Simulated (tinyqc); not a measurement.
Domain walls in a thin film with perpendicular anisotropy: Bloch, Neel and chiral walls, motion and stripe domains: one step, computed by the program tinyqc.

One-dimensional wall: polar angle theta(x), azimuth phi of the moment in the wall (phi = 0 Neel, 90 degrees Bloch). mu_0 = 1.25663706212e-6 T m/A, gamma = 1.76085963023e11 rad/(s T).

Task: Bloch or Neel. sigma(phi) = sigma_0 + 2 Delta K_D cos^2(phi) - pi D cos(phi), with the wall shape anisotropy K_D = N_x mu_0 M_s^2/2, N_x = t ln 2/(pi Delta). The minimum has cos(phi) = D/D_N for D < D_N = 4 Delta K_D/pi and phi = 0 beyond; sigma turns negative at D_c = (sigma_0 + 2 Delta K_D)/pi.

Inputs (values chosen for the exercise, for a model film): saturation magnetisation M_s = 1200 kA/m; DMI constant D = 0.064 mJ/m^2; thickness t = 1.4 nm.

width parameter Delta = 8.887545 nm

sigma_0 = 7.651157 mJ/m^2

Give: K_D; D_N; azimuth phi; wall energy sigma; D_c.

Result:

K_D = 31.45 kJ/m^3

D_N = 0.3558 mJ/m^2

azimuth phi = 79.64 degrees

wall energy sigma = 7.633 mJ/m^2

D_c = 2.613 mJ/m^2

A mixed wall, between Bloch and Neel. D is 0.02 of D_c.
